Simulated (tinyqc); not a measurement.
Worked calculation: Jacobi rotations on a symmetric matrix. One step of it, computed by the program tinyqc.

Problem. Jacobi rotation 2. Take the largest off-diagonal element A_pq; tan 2 theta = 2 A_pq / (A_qq - A_pp) with |theta| <= pi/4; A' = J^T A J with J_pp = J_qq = cos, J_pq = sin, J_qp = -sin.

A':
$$\begin{pmatrix}
1.072000 & 0.664112 & 1.486000 & -0.169000 & 1.573000 & -0.148752 \\
0.664112 & 0.581582 & 0.608726 & -0.631837 & 0.452332 & 0.000000 \\
1.486000 & 0.608726 & 2.569000 & 1.290000 & -1.352000 & 0.167003 \\
-0.169000 & -0.631837 & 1.290000 & 3.288000 & -0.184000 & 0.441981 \\
1.573000 & 0.452332 & -1.352000 & -0.184000 & 3.592000 & -0.904720 \\
-0.148752 & 0.000000 & 0.167003 & 0.441981 & -0.904720 & 4.850418
\end{pmatrix}$$

Give: p, q, theta; A'.

Solution.

p, q, theta (rad): [1.000, 5.000, 0.448]

A':
$$\begin{pmatrix}
0.317 & 0.403 & 1.925 & -0.073 & 0.000 & 0.258 \\
0.403 & 0.582 & 0.609 & -0.632 & 0.695 & 0.000 \\
1.925 & 0.609 & 2.569 & 1.290 & -0.575 & 0.167 \\
-0.073 & -0.632 & 1.290 & 3.288 & -0.239 & 0.442 \\
0.000 & 0.695 & -0.575 & -0.239 & 4.347 & -0.880 \\
0.258 & 0.000 & 0.167 & 0.442 & -0.880 & 4.850
\end{pmatrix}$$
